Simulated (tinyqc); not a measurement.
Inside a calculation. Method: UHF in the sto-6g basis, for H3, spin multiplicity 2. Computed by tinyqc, a small Python program that keeps every step (integrals from PySCF). Settings: charge = 0, multiplicity = 2, basis = sto-6g, energy threshold = 1e-09, iteration cap = 73, orthogonalisation = canonical, start = Wolfsberg-Helmholz matrix, DIIS depth = 6, method = UHF. Command: `OMP_NUM_THREADS=1 python tinyqc.py 28989 28990 out.jsonl` (the two numbers bound the seeds that draw the settings). One thread of a shared host (Intel(R) Xeon(R) Processor @ 2.60GHz), about 0.09 s of CPU time with the checks. Later iterations appear only in the table of the cycle.

## One-electron integrals

Geometry (angstrom):

| atom | x | y | z |
|---|---|---|---|
| H | 0.00000 | 0.00000 | 0.00000 |
| H | 0.00000 | 0.00000 | 1.14400 |
| H | 0.00000 | 0.50500 | -1.02700 |

Basis sto-6g: exponents (1/bohr^2) and contraction coefficients of normalised primitives:

| element | l (shell) | exponent | coefficient |
|---|---|---|---|
| H | s (1) | 35.52322 | 0.00916 |
| H | s (1) | 6.51314 | 0.04936 |
| H | s (1) | 1.82214 | 0.16854 |
| H | s (1) | 0.62596 | 0.37056 |
| H | s (1) | 0.24308 | 0.41649 |
| H | s (1) | 0.10011 | 0.13033 |

Overlap, kinetic and nuclear-attraction integrals over the contracted functions; the nuclear repulsion is the sum of Za Zb / Rab.

nuclear repulsion = 1.1623650 hartree

overlap S:
```
         1H 1s    2H 1s    3H 1s
1H 1s  1.00000  0.41630  0.41607
2H 1s  0.41630  1.00000  0.08256
3H 1s  0.41607  0.08256  1.00000
```

kinetic energy T (hartree):
```
         1H 1s     2H 1s     3H 1s
1H 1s  0.76852   0.06768   0.06757
2H 1s  0.06768   0.76852  -0.01194
3H 1s  0.06757  -0.01194   0.76852
```

nuclear attraction V (hartree):
```
          1H 1s     2H 1s     3H 1s
1H 1s  -2.14855  -0.75889  -0.75836
2H 1s  -0.75889  -1.93150  -0.13710
3H 1s  -0.75836  -0.13710  -1.93134
```

core Hamiltonian H = T + V (hartree):
```
          1H 1s     2H 1s     3H 1s
1H 1s  -1.38003  -0.69120  -0.69079
2H 1s  -0.69120  -1.16298  -0.14905
3H 1s  -0.69079  -0.14905  -1.16282
```

## Two-electron integrals

Functions are numbered as in S; the eight-fold symmetry (ij|kl) = (ji|kl) = (kl|ij) leaves the list below.

Two-electron integrals (ij|kl) in chemists' order, unique and non-zero (hartree):
```
(11|11) 0.77500   (21|11) 0.24818   (21|21) 0.10702   (22|11) 0.43372
(22|21) 0.24818   (22|22) 0.77500   (31|11) 0.24800   (31|21) 0.07536
(31|22) 0.13138   (31|31) 0.10689   (32|11) 0.04574   (32|21) 0.01720
(32|22) 0.03614   (32|31) 0.01719   (32|32) 0.00330   (33|11) 0.43359
(33|21) 0.13144   (33|22) 0.23705   (33|31) 0.24800   (33|32) 0.03614
(33|33) 0.77500
```

## Orthogonalisation

S = U s U^T; canonical form X = U s^(-1/2), so that X^T S X = 1. Each column of U has its largest component positive (the first on a tie).

eigenvalues of S: 0.45126  0.91744  1.63130

X:
```
              1         2        3
1H 1s   1.08882  -0.00009  0.53391
2H 1s  -0.71808  -0.73802  0.40502
3H 1s  -0.71753   0.73845  0.40485
```

## Starting guess

The start is the generalised Wolfsberg-Helmholz matrix (K = 1.75) built on H; D(s) = C_occ C_occ^T for each spin.

D(alpha) at the start:
```
         1H 1s     2H 1s     3H 1s
1H 1s  0.39409   0.21359   0.21344
2H 1s  0.21359   0.66044  -0.42931
3H 1s  0.21344  -0.42931   0.66091
```

D(beta) at the start:
```
         1H 1s    2H 1s    3H 1s
1H 1s  0.39409  0.21362  0.21341
2H 1s  0.21362  0.11580  0.11568
3H 1s  0.21341  0.11568  0.11556
```

## Iteration 1: building the Fock matrix

J_ij = sum D_kl (ij|kl) with D = D(alpha) + D(beta), K_ij = sum D_kl (ik|jl) for each spin; F = H + J - K(s); E = tr D H + tr D J / 2 - 0.5 sum_s tr D(s) K(s) + E_nn.

Coulomb J (hartree):
```
         1H 1s    2H 1s    3H 1s
1H 1s  1.67925  0.63530  0.63488
2H 1s  0.63530  1.42903  0.11946
3H 1s  0.63488  0.11946  1.42887
```

exchange K(alpha) (hartree):
```
         1H 1s    2H 1s    3H 1s
1H 1s  0.59393  0.35062  0.35042
2H 1s  0.35062  0.63852  0.03772
3H 1s  0.35042  0.03772  0.63869
```

exchange K(beta) (hartree):
```
         1H 1s    2H 1s    3H 1s
1H 1s  0.55948  0.28707  0.28679
2H 1s  0.28707  0.25404  0.12932
3H 1s  0.28679  0.12932  0.25362
```

F(alpha) (hartree):
```
          1H 1s     2H 1s     3H 1s
1H 1s  -0.29470  -0.40653  -0.40633
2H 1s  -0.40653  -0.37247  -0.06731
3H 1s  -0.40633  -0.06731  -0.37264
```

F(beta) (hartree):
```
          1H 1s     2H 1s     3H 1s
1H 1s  -0.26026  -0.34298  -0.34270
2H 1s  -0.34298   0.01201  -0.15891
3H 1s  -0.34270  -0.15891   0.01243
```

total energy of this density = -1.4912414 hartree

## Iteration 1: diagonalisation and new density

Diagonalise F' = X^T F X, C = X C', fill 2 alpha and 1 beta electrons from the bottom; D(s) = C_occ C_occ^T. Each column has its largest component positive (the first on a tie).

F' = X^T F X (alpha) (hartree):
```
         1         2         3
1  0.46794   0.00005   0.03752
2  0.00005  -0.33271  -0.00006
3  0.03752  -0.00006  -0.57974
```

orbital energies (alpha) (hartree): MO1 -0.58108, MO2 -0.33271, MO3 0.46928

coefficients C (alpha):
```
           MO1       MO2       MO3
1H 1s  0.49465  -0.00027   1.10721
2H 1s  0.43025  -0.73808  -0.70319
3H 1s  0.43042   0.73839  -0.70256
```

F' = X^T F X (beta) (hartree):
```
          1         2         3
1   0.61210  -0.00006  -0.10556
2  -0.00006   0.18653   0.00014
3  -0.10556   0.00014  -0.41878
```

orbital energies (beta) (hartree): MO1 -0.42948, MO2 0.18653, MO3 0.62280

coefficients C (beta):
```
           MO1       MO2       MO3
1H 1s  0.64097   0.00023   1.02944
2H 1s  0.33072  -0.73807  -0.75514
3H 1s  0.33027   0.73840  -0.75482
```

D(alpha) after iteration 1:
```
         1H 1s     2H 1s     3H 1s
1H 1s  0.24468   0.21303   0.21271
2H 1s  0.21303   0.72988  -0.35980
3H 1s  0.21271  -0.35980   0.73048
```

D(beta) after iteration 1:
```
         1H 1s    2H 1s    3H 1s
1H 1s  0.41085  0.21198  0.21170
2H 1s  0.21198  0.10938  0.10923
3H 1s  0.21170  0.10923  0.10908
```

## Iteration 2: building the Fock matrix

As before.

Coulomb J (hartree):
```
         1H 1s    2H 1s    3H 1s
1H 1s  1.63459  0.62764  0.62722
2H 1s  0.62764  1.43812  0.11821
3H 1s  0.62722  0.11821  1.43795
```

exchange K(alpha) (hartree):
```
         1H 1s    2H 1s    3H 1s
1H 1s  0.50283  0.34191  0.34168
2H 1s  0.34191  0.68130  0.04800
3H 1s  0.34168  0.04800  0.68150
```

exchange K(beta) (hartree):
```
         1H 1s    2H 1s    3H 1s
1H 1s  0.56846  0.28747  0.28715
2H 1s  0.28747  0.24949  0.12807
3H 1s  0.28715  0.12807  0.24900
```

F(alpha) (hartree):
```
          1H 1s     2H 1s     3H 1s
1H 1s  -0.24827  -0.40547  -0.40524
2H 1s  -0.40547  -0.40617  -0.07884
3H 1s  -0.40524  -0.07884  -0.40637
```

F(beta) (hartree):
```
          1H 1s     2H 1s     3H 1s
1H 1s  -0.31389  -0.35104  -0.35072
2H 1s  -0.35104   0.02564  -0.15891
3H 1s  -0.35072  -0.15891   0.02613
```

total energy of this density = -1.5145996 hartree

## Iteration 2: DIIS over 2 matrices

error matrix X^T (FDS - SDF) X (alpha):
```
          1        2        3
1   0.00000  0.00004  0.05308
2  -0.00004  0.00000  0.00000
3  -0.05308  0.00000  0.00000
```

B (overlaps of the stored error matrices):
```
               1              2
1  3.3584340e-02  1.4755002e-02
2  1.4755002e-02  8.8181388e-03
```

Minimise |sum c_i e_i|^2 with sum c_i = 1: solve [B -1; -1 0][c; lambda] = [0; -1] with B_ij = tr e_i^T e_j summed over both spins, and take F = sum c_i F_i.

DIIS coefficients: -0.46049  1.46049

extrapolated F(alpha) (hartree):
```
          1H 1s     2H 1s     3H 1s
1H 1s  -0.22688  -0.40499  -0.40475
2H 1s  -0.40499  -0.42168  -0.08415
3H 1s  -0.40475  -0.08415  -0.42190
```

extrapolated F(beta) (hartree):
```
          1H 1s     2H 1s     3H 1s
1H 1s  -0.33858  -0.35475  -0.35441
2H 1s  -0.35475   0.03192  -0.15891
3H 1s  -0.35441  -0.15891   0.03245
```

## Iteration 2: diagonalisation and new density

As before.

F' = X^T F X (alpha) (hartree):
```
         1         2         3
1  0.47536   0.00011   0.11554
2  0.00011  -0.36802  -0.00007
3  0.11554  -0.00007  -0.58073
```

orbital energies (alpha) (hartree): MO1 -0.59322, MO2 -0.36802, MO3 0.48786

coefficients C (alpha):
```
           MO1       MO2       MO3
1H 1s  0.41377  -0.00038   1.13991
2H 1s  0.47960  -0.73811  -0.67047
3H 1s  0.47991   0.73836  -0.66977
```

F' = X^T F X (beta) (hartree):
```
          1         2         3
1   0.57652  -0.00006  -0.16405
2  -0.00006   0.20829   0.00020
3  -0.16405   0.00020  -0.44472
```

orbital energies (beta) (hartree): MO1 -0.47042, MO2 0.20829, MO3 0.60222

coefficients C (beta):
```
           MO1       MO2       MO3
1H 1s  0.69603   0.00035   0.99305
2H 1s  0.28919  -0.73812  -0.77195
3H 1s  0.28868   0.73835  -0.77173
```

D(alpha) after iteration 2:
```
         1H 1s     2H 1s     3H 1s
1H 1s  0.17121   0.19872   0.19829
2H 1s  0.19872   0.77483  -0.31483
3H 1s  0.19829  -0.31483   0.77548
```

D(beta) after iteration 2:
```
         1H 1s    2H 1s    3H 1s
1H 1s  0.48446  0.20128  0.20093
2H 1s  0.20128  0.08363  0.08348
3H 1s  0.20093  0.08348  0.08334
```

## Iteration 3: building the Fock matrix

As before.

Coulomb J (hartree):
```
         1H 1s    2H 1s    3H 1s
1H 1s  1.62824  0.62648  0.62606
2H 1s  0.62648  1.43998  0.11800
3H 1s  0.62606  0.11800  1.43982
```

exchange K(alpha) (hartree):
```
         1H 1s    2H 1s    3H 1s
1H 1s  0.44804  0.33280  0.33255
2H 1s  0.33280  0.70408  0.05226
3H 1s  0.33255  0.05226  0.70429
```

exchange K(beta) (hartree):
```
         1H 1s    2H 1s    3H 1s
1H 1s  0.60546  0.28800  0.28763
2H 1s  0.28800  0.22979  0.12238
3H 1s  0.28763  0.12238  0.22926
```

F(alpha) (hartree):
```
          1H 1s     2H 1s     3H 1s
1H 1s  -0.19983  -0.39752  -0.39728
2H 1s  -0.39752  -0.42707  -0.08330
3H 1s  -0.39728  -0.08330  -0.42729
```

F(beta) (hartree):
```
          1H 1s     2H 1s     3H 1s
1H 1s  -0.35725  -0.35272  -0.35236
2H 1s  -0.35272   0.04721  -0.15342
3H 1s  -0.35236  -0.15342   0.04774
```

total energy of this density = -1.5233119 hartree

## Iteration 3: DIIS over 3 matrices

error matrix X^T (FDS - SDF) X (alpha):
```
          1        2        3
1   0.00000  0.00000  0.01970
2   0.00000  0.00000  0.00000
3  -0.01970  0.00000  0.00000
```

B (overlaps of the stored error matrices):
```
               1              2              3
1  3.3584340e-02  1.4755002e-02  5.7020980e-03
2  1.4755002e-02  8.8181388e-03  3.9422626e-03
3  5.7020980e-03  3.9422626e-03  1.8523513e-03
```

As before.

DIIS coefficients: 0.20718  -1.26798  2.06079

extrapolated F(alpha) (hartree):
```
          1H 1s     2H 1s     3H 1s
1H 1s  -0.15808  -0.38931  -0.38905
2H 1s  -0.38931  -0.44227  -0.08564
3H 1s  -0.38905  -0.08564  -0.44249
```

extrapolated F(beta) (hartree):
```
          1H 1s     2H 1s     3H 1s
1H 1s  -0.39214  -0.35283  -0.35244
2H 1s  -0.35283   0.06727  -0.14760
3H 1s  -0.35244  -0.14760   0.06781
```

## Iteration 3: diagonalisation and new density

As before.

F' = X^T F X (alpha) (hartree):
```
         1         2         3
1  0.48515   0.00013   0.17018
2  0.00013  -0.38884  -0.00007
3  0.17018  -0.00007  -0.55479
```

orbital energies (alpha) (hartree): MO1 -0.58193, MO2 -0.38884, MO3 0.51229

coefficients C (alpha):
```
           MO1       MO2       MO3
1H 1s  0.35576  -0.00040   1.15932
2H 1s  0.51274  -0.73816  -0.64543
3H 1s  0.51313   0.73831  -0.64472
```

F' = X^T F X (beta) (hartree):
```
          1         2         3
1   0.55503  -0.00004  -0.22209
2  -0.00004   0.23450   0.00023
3  -0.22209   0.00023  -0.44300
```

orbital energies (beta) (hartree): MO1 -0.49019, MO2 0.23450, MO3 0.60222

coefficients C (beta):
```
           MO1       MO2       MO3
1H 1s  0.74856   0.00037   0.95407
2H 1s  0.24715  -0.73814  -0.78640
3H 1s  0.24665   0.73834  -0.78619
```

D(alpha) after iteration 3:
```
         1H 1s     2H 1s     3H 1s
1H 1s  0.12657   0.18271   0.18226
2H 1s  0.18271   0.80778  -0.28189
3H 1s  0.18226  -0.28189   0.80841
```

D(beta) after iteration 3:
```
         1H 1s    2H 1s    3H 1s
1H 1s  0.56034  0.18501  0.18463
2H 1s  0.18501  0.06108  0.06096
3H 1s  0.18463  0.06096  0.06084
```

## Iteration 8 (converged): orbitals

converged F(alpha) (hartree):
```
          1H 1s     2H 1s     3H 1s
1H 1s  -0.16063  -0.38952  -0.38928
2H 1s  -0.38952  -0.44101  -0.08536
3H 1s  -0.38928  -0.08536  -0.44116
```

converged F(beta) (hartree):
```
          1H 1s     2H 1s     3H 1s
1H 1s  -0.38843  -0.35118  -0.35085
2H 1s  -0.35118   0.06662  -0.14741
3H 1s  -0.35085  -0.14741   0.06706
```

As before.

F' = X^T F X (alpha) (hartree):
```
         1         2         3
1  0.48443   0.00008   0.16776
2  0.00008  -0.38773  -0.00005
3  0.16776  -0.00005  -0.55519
```

orbital energies (alpha) (hartree): MO1 -0.58159, MO2 -0.38773, MO3 0.51083

coefficients C (alpha):
```
           MO1       MO2       MO3
1H 1s  0.35816  -0.00029   1.15858
2H 1s  0.51149  -0.73814  -0.64645
3H 1s  0.51171   0.73834  -0.64582
```

F' = X^T F X (beta) (hartree):
```
          1         2         3
1   0.55385  -0.00003  -0.21945
2  -0.00003   0.23353   0.00018
3  -0.21945   0.00018  -0.44071
```

orbital energies (beta) (hartree): MO1 -0.48698, MO2 0.23353, MO3 0.60012

coefficients C (beta):
```
           MO1       MO2       MO3
1H 1s  0.74705   0.00027   0.95525
2H 1s  0.24834  -0.73811  -0.78605
3H 1s  0.24794   0.73836  -0.78576
```

D(alpha) after iteration 8:
```
         1H 1s     2H 1s     3H 1s
1H 1s  0.12828   0.18341   0.18306
2H 1s  0.18341   0.80647  -0.28326
3H 1s  0.18306  -0.28326   0.80699
```

D(beta) after iteration 8:
```
         1H 1s    2H 1s    3H 1s
1H 1s  0.55809  0.18552  0.18522
2H 1s  0.18552  0.06167  0.06157
3H 1s  0.18522  0.06157  0.06147
```

## Convergence

Stop when the energy changes by less than 1e-09 hartree and every element of the error matrix X^T (F D S - S D F) X (for each spin) is below 9e-06.

Course of the cycle:

| iteration | E (hartree) | change | largest element of the error matrix |
|---|---|---|---|
| 1 | -1.4912414 | - | 1.29e-01 |
| 2 | -1.5145996 | -2.34e-02 | 5.31e-02 |
| 3 | -1.5233119 | -8.71e-03 | 2.32e-02 |
| 4 | -1.5255008 | -2.19e-03 | 1.04e-03 |
| 5 | -1.5254937 | 7.13e-06 | 1.83e-03 |
| 6 | -1.5255020 | -8.34e-06 | 7.44e-04 |
| 7 | -1.5255039 | -1.83e-06 | 1.29e-05 |
| 8 | -1.5255039 | -2.48e-10 | 5.40e-07 |

PySCF UHF in the same basis, after a stability check = -1.5255039 hartree

Converged in 8 iterations.

## Populations, bond orders and dipole

Mulliken: Z minus the diagonal of D S on the atom; Loewdin: the same with S^(1/2) D S^(1/2); Mayer order: 2 sum_s sum (D(s) S)_ij (D(s) S)_ji over the two atoms.

Charges (e):

| atom | Mulliken | Loewdin | Mulliken spin |
|---|---|---|---|
| 1H | 0.00682 | 0.01711 | -0.43159 |
| 2H | -0.00343 | -0.00858 | 0.71545 |
| 3H | -0.00339 | -0.00853 | 0.71615 |

Mayer bond orders:

| pair | order |
|---|---|
| 2-1 | 0.40734 |
| 3-1 | 0.40634 |
| 3-2 | 0.08078 |

dipole moment about the origin, x y z (debye): 0.00000  -0.00822  -0.00212

<S^2> of the determinant (pure state: 0.75) = 0.87667
